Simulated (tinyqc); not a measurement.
Electron mobility in a silicon inversion layer, empirical terms and Matthiessen rule: course of the iteration: inversion density for the measured current.

Inversion layer of sheet density Ns on a uniformly doped body. The mobility terms are empirical power laws with prefactors chosen for the exercise; adding their inverses (Matthiessen) is itself an approximation.

I = (W/L) q Ns mu Vd. E = q (Ndep + eta Ns)/(eps0 eps_r) in MV/cm. With t = T/(300 K): muC = Ac (Ns/1e12 cm^-2) t/(Nb/1e17 cm^-3 + Nit/1e11 cm^-2), muP = Ap E^(-1/3) t^(-1.75), muS = As E^(-gs); 1/mu is the sum of the inverses. Ns(new) = I/((W/L) q mu Vd).

Stop when Ns changes by less than 1e5 cm^-2, or after 15 iterations.

Inputs (values chosen for the exercise); material values close to those of silicon:
- T = 250 K (temperature)
- eps_r = 11.7 (relative permittivity of the semiconductor)
- Nb = 2.1e18 cm^-3 (body doping)
- eta = 0.5 (weight of the inversion charge in the effective field)
- Ap = 411 cm^2/(V s) (phonon-limited mobility at 1 MV/cm and 300 K)
- As = 1090 cm^2/(V s) (roughness-limited mobility at 1 MV/cm)
- gs = 2 (exponent of the roughness term)
- Ac = 2100 cm^2/(V s) (Coulomb prefactor)
- Nit = 1.1e11 cm^-2 (charge at the interface)
- WL = 20 (ratio W/L)
- Vd = 0.02 V (drain voltage)
- I = 5.8 uA (measured linear current)

Constants: q = 1.602176634e-19 C, eps0 = 8.8541878128e-14 F/cm where lengths are in cm. Results are converted to the units shown.

Ns at the start = 6e11 cm^-2
Ndep = 5.96867e12 cm^-2

Course of the iteration:

| iteration | Ns (cm^-2) | \|change\| (cm^-2) |
|---|---|---|
| 1 | 2.14130e12 | 1.54e12 |
| 2 | 7.96803e11 | 1.34e12 |
| 3 | 1.67411e12 | 8.77e11 |
| 4 | 9.37489e11 | 7.37e11 |
| 5 | 1.46123e12 | 5.24e11 |
| 6 | 1.03324e12 | 4.28e11 |
| 7 | 1.34988e12 | 3.17e11 |
| 8 | 1.09583e12 | 2.54e11 |
| 9 | 1.28776e12 | 1.92e11 |
| 10 | 1.13561e12 | 1.52e11 |
| 11 | 1.25191e12 | 1.16e11 |
| 12 | 1.16040e12 | 9.15e10 |
| 13 | 1.23083e12 | 7.04e10 |
| 14 | 1.17568e12 | 5.52e10 |
| 15 | 1.21829e12 | 4.26e10 |

Did this iteration meet its convergence test, and what does its course show?

No. Not converged within 15 iterations. The value swings about the solution and each change is still 0.77 times the one before. Near the solution, 1.199e12 cm^-2, d ln Ns(new)/d ln Ns = -d ln mu/d ln Ns = -0.777, which sets the rate. A rerun with the update Ns (Ns(new)/Ns)^(1/(1 - s)), s = -0.777, converges in 4 iterations.

Numbers from tinyqc (`OMP_NUM_THREADS=1 python tinyqc.py 2510105 2510106 out.jsonl`; about 0.01 s on one thread of a shared Intel Xeon 2.30GHz).
